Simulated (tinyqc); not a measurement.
Worked calculation: coherent transport through a tight-binding region between two chains. Computed by tinyqc, a small Python program that keeps every step. Settings: temperature = 4, mu = -0.2. Command: `OMP_NUM_THREADS=1 python tinyqc.py 21222 21223 out.jsonl` (the two numbers bound the seeds that draw the settings). One thread of a shared host (Intel(R) Xeon(R) Processor @ 2.60GHz), about 0.1 s of CPU time with the checks.

## Transmission at E = -0.17 eV

H of the central region (eV), lower triangle:
```
           1          2         3
1   0.000000
2  -0.860000   0.000000
3   0.000000  -0.950000  0.000000
```

Leads: semi-infinite chains with site energy 0:

| parameter | value |
|---|---|
| lead hopping t (eV) | 2.480000 |
| coupling to the left lead (eV) | 0.840000 |
| coupling to the right lead (eV) | 0.870000 |
| left contact site | 1 |
| right contact site | 3 |

E = -0.170000 eV

Surface Green function g = (E - i sqrt(4 t^2 - E^2)) / (2 t^2); self-energy tc^2 g on each contact site; G = (E - H - Sigma)^(-1); Gamma = -2 Im Sigma; T = Gamma_L Gamma_R |G_LR|^2; local density of states -Im G_ii / pi.

g = -0.013820-0.402989i 1/eV

G (1/eV), lower triangle:
```
                     1                   2                    3
1  -0.735989-1.446682i
2   0.547321-0.026222i  0.093315-0.185852i
3   0.764205+1.304936i  0.573860-0.009520i  -0.589116-1.183014i
```

local density of states (1/eV): 0.460493  0.059158  0.376565

transmission = 0.793385

## Transmission across the band

The same steps on a grid of energies.

T(E):

| E (eV) | T |
|---|---|
| -4.71200000 | 3.11e-06 |
| -4.24080000 | 0.000017 |
| -3.76960000 | 0.000056 |
| -3.29840000 | 0.000180 |
| -2.82720000 | 0.000627 |
| -2.35600000 | 0.002737 |
| -1.88480000 | 0.019562 |
| -1.41360000 | 0.531315 |
| -0.94240000 | 0.354143 |
| -0.47120000 | 0.392858 |
| 0.00000000 | 0.995859 |
| 0.47120000 | 0.392858 |
| 0.94240000 | 0.354143 |
| 1.41360000 | 0.531315 |
| 1.88480000 | 0.019562 |
| 2.35600000 | 0.002737 |
| 2.82720000 | 0.000627 |
| 3.29840000 | 0.000180 |
| 3.76960000 | 0.000056 |
| 4.24080000 | 0.000017 |
| 4.71200000 | 3.11e-06 |

levels of the isolated region (eV): -1.281444  0.000000  1.281444

## Current

I = (2e/h) int T(E) [f(E - mu - V/2) - f(E - mu + V/2)] dE at 4 K with mu = -0.2 eV, the bias not changing H; 2e^2/h = 77.48092 microsiemens; the integral runs over the band on 4001 points.

Current:

| V (volt) | I (microampere) |
|---|---|
| 0.010000 | 0.570881 |
| 0.050000 | 2.855336 |
| 0.100000 | 5.716019 |
| 0.200000 | 11.461953 |
| 0.400000 | 22.918674 |
| 0.800000 | 42.690669 |
